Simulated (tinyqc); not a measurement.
Slope factor and drain-induced lowering from three currents.

Inverse problem. With source and body at 0 V, I = A exp((Vg + dd Vd)/(nf Vt)) (1 - exp(-Vd/Vt)). Find nf, the swing nf Vt ln 10 and dd.

Parameters, values chosen for the exercise: temperature T = 330 K.

Constants: q = 1.602176634e-19 C, kB = 1.380649e-23 J/K, Vt = kB T/q. Results are converted to the units shown.

currents at (Vg, Vd) = (0, 0.05), (0, 1.1) and (0.12, 1.1) V (nA/um): [0.014219003, 0.21712305, 5.4409259]

Solution. The pair at equal Vd gives nf; the pair at equal Vg, after dividing out the factors 1 - exp(-Vd/Vt), gives dd.

nf = 1.31
swing = 85.8 mV/decade
dd = 0.0900

Program tinyqc, `OMP_NUM_THREADS=1 python tinyqc.py 2242179 2242180 out.jsonl`; Intel Xeon 2.30GHz, shared host, one thread, about 0.03 s.
